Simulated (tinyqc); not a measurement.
Frequency dispersion of an accumulation capacitance by border traps, distributed model: one step of the calculation.

Traps spread evenly through the insulator exchange electrons with the semiconductor by tunnelling, with tau(x) = t0 exp(2 ka x) at depth x from the interface. The admittance per area Y seen at depth x obeys dY/dx = -Y^2/(i w eps0 eox) + q Nb ln(1 + i w tau)/tau, with Y(0) = i w Cs and w = 2 pi f; the gate sees Y(tox) = G + i w C. Working variable y = Y/(i w), in uF/cm^2. Cox = eps0 eox/tox.

Task. Capacitance and conductance at the gate. Beyond xe the traps are ignored, so 1/y(tox) = 1/y(xe) + (tox - xe)/(eps0 eox); C = Re y, G/w = -Im y, loss tangent G/(w C).

Parameters, values chosen for the exercise; permittivity close to that of hafnium oxide:
```
symbol  value  unit                                  meaning
eox        19         relative permittivity of the insulator
tox       6.3    nm                      insulator thickness
xe        1.2    nm  depth down to which the steps are taken
```

Constants: eps0 = 8.8541878128e-14 F/cm where lengths are in cm. Results are converted to the units shown.

y at xe = 1.5163488-0.0277529i uF/cm^2

Give: y at the gate; C; G/w; loss tangent.

Result.

y at the gate = 1.0389-0.0130i uF/cm^2
C = 1.0389 uF/cm^2
G/w = 0.013025 uF/cm^2
loss tangent = 0.012537

Program tinyqc, `OMP_NUM_THREADS=1 python tinyqc.py 2202003 2202004 out.jsonl`; Intel Xeon 2.30GHz, shared host, one thread, about 0.4 s.
